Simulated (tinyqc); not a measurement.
Electron mobility of a polar semiconductor by Rode's iterative solution of the Boltzmann equation: one step, computed by the program tinyqc. Command: `OMP_NUM_THREADS=1 python tinyqc.py 3007841 3007842 out.jsonl rode walk`. One thread of a shared host (Intel(R) Xeon(R) Processor @ 2.30GHz), about 0.01 s of CPU time with the checks.

The distribution is f(E) + e F l(E) (-df/dE) cos(theta) for a weak field F, theta counted from the force; l(E) is a mean free path. Elastic processes enter by their momentum rate, polar optical phonons by out- and in-scattering terms. One valley only: where upper valleys lie close, measured mobilities are lower. The density n is prescribed, even where a narrow-gap material would have more intrinsic carriers.

Problem. Fermi level and screening. Kane band: hbar^2 k^2/(2 m) = E (1 + alpha E), speed v = hbar k/(m (1 + 2 alpha E)), states per spin, volume and energy g(E) = m k (1 + 2 alpha E)/(2 pi^2 hbar^2); overlap factors are set to 1. Masses are multiplied by m_0 and all formulas are in SI units. The reduced Fermi level eta = E_F/(k_B T) solves n = 2 Z int g f dE with f = 1/(1 + exp(x - eta)) (Z = 1 unless valleys are given); screening length L_s = sqrt(eps_s eps_0 k_B T/(e^2 dn/deta)), dn/deta = 2 Z int g f (1 - f) dE. Integrals over x = E/(k_B T) use 160 Gauss-Legendre points in u = sqrt(x) from 0 to sqrt(max(eta, 0) + 32). N_I = n (1 + C)/(1 - C).

Inputs (values chosen for the exercise, for a model polar semiconductor): effective mass m = 0.048 m_0; non-parabolicity alpha = 0.73 1/eV; static permittivity eps_s = 9.67; electron density n = 1.3e+15 1/cm^3; compensation ratio C = 0.77; temperature T = 250 K.

Band: Kane. Elastic processes: acoustic, piezoelectric, impurity.

Constants: k_B = 8.617333262e-05 eV/K; m_0 = 9.1093837015e-31 kg; e = 1.602176634e-19 C; hbar = 1.054571817e-34 J s; eps_0 = 8.8541878128e-12 F/m; k_B = 1.380649e-23 J/K.

Give: reduced Fermi level eta; screening length L_s; ionised impurity density N_I.

Solution.

reduced Fermi level eta = -5.096

screening length L_s = 94.20 nm

ionised impurity density N_I = 1.000e+16 1/cm^3
